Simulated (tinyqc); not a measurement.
# Contact resistivity and sheet resistance from two contact lengths

Question. Rc = [sqrt(rc Rsh)/Wc] coth(Lc/(2 LT)), LT = sqrt(rc/Rsh), Wc = 81 nm; the second contact is twice as long as the first. Find LT, rc and Rsh.

Rc for Lc = 40 and 80 nm (ohm): 42.0857286  34.3219001

Solution. With t = tanh(Lc/(2 LT)) for the shorter contact, the resistance of the longer over that of the shorter is (1 + t^2)/2. Then sqrt(rc Rsh) = Rc t Wc, and rc and Rsh follow by multiplying and dividing by LT.

LT = 18.5 nm
rc = 5.00e-10 ohm cm^2
Rsh = 147 ohm

Computed by the program tinyqc: `OMP_NUM_THREADS=1 python tinyqc.py 2170154 2170155 out.jsonl`, one thread of a shared Intel Xeon 2.30GHz, about 0.04 s for the whole run.
